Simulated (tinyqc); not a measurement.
Ideality, resistance and saturation current from three points.

Inverse problem. Well above I0 a diode obeys V = n Vt ln(I/I0) + Rs I. Find n, Rs and I0.

Inputs (values chosen for the exercise):
```
symbol,value,unit,meaning
T,250,K,temperature
```

Constants: q = 1.602176634e-19 C, kB = 1.380649e-23 J/K, Vt = kB T/q. Results are converted to the units shown.

I (A): 0.0015  0.016  0.17
V (V): 0.13224800  0.20284331  0.41284586

Answer. The equation is linear in a = n Vt, Rs and c = -a ln I0; three points give a 3 x 3 system.

n = 1.10
Rs = 1.00 ohm
I0 = 6.02e-6 A

Program tinyqc, `OMP_NUM_THREADS=1 python tinyqc.py 2640110 2640111 out.jsonl`; Intel Xeon 2.30GHz, shared host, one thread, about 0.01 s.
